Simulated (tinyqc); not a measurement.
Sputter depth profiling of a dopant layer: erosion rate, quantification and the mixing-roughness response: one step, computed by the program tinyqc.

A rastered ion beam erodes silicon (49.94 atoms per nm^3). The measured profile is the true one convolved with a depth response.

Task: Measured shape. Mixing alone turns a layer at z0 into (1/w) exp(-(z - z0 + w)/w) for z > z0 - w; roughness adds a Gaussian of width sigma. With x = z - z0 + w: g(x) = (1/(2w)) exp(sigma^2/(2 w^2) - x/w) erfc((sigma/w - x/sigma)/sqrt2), and its integral G(x) = (1/2) erfc(-x/(sigma sqrt2)) - w g(x). Measured: Q g(x), 1 nm = 1e-7 cm. Find the maximum, the full width at half maximum and the deep point where the profile falls to C_B; far down, the trailing edge decays by w ln(10) per decade.

Inputs (values chosen for the exercise, modelled on a dopant in silicon under an oxygen or caesium beam): roughness sigma = 1.6 nm; depth of the layer z0 = 46 nm; sheet density Q = 4.1e+12 1/cm^2; level that defines the junction C_B = 8e+16 1/cm^3.

True profile: delta layer.

mixing length w = 1.396209 nm

Give: depth of the maximum; peak concentration; full width at half maximum; apparent junction depth; trailing slope.

Result:

depth of the maximum = 45.63 nm

peak concentration = 8.334e+18 1/cm^3

full width at half maximum = 4.487 nm

apparent junction depth = 53.77 nm

trailing slope = 3.215 nm/decade

The true deep edge lies at 46 nm, so the junction appears 7.77 nm too deep.
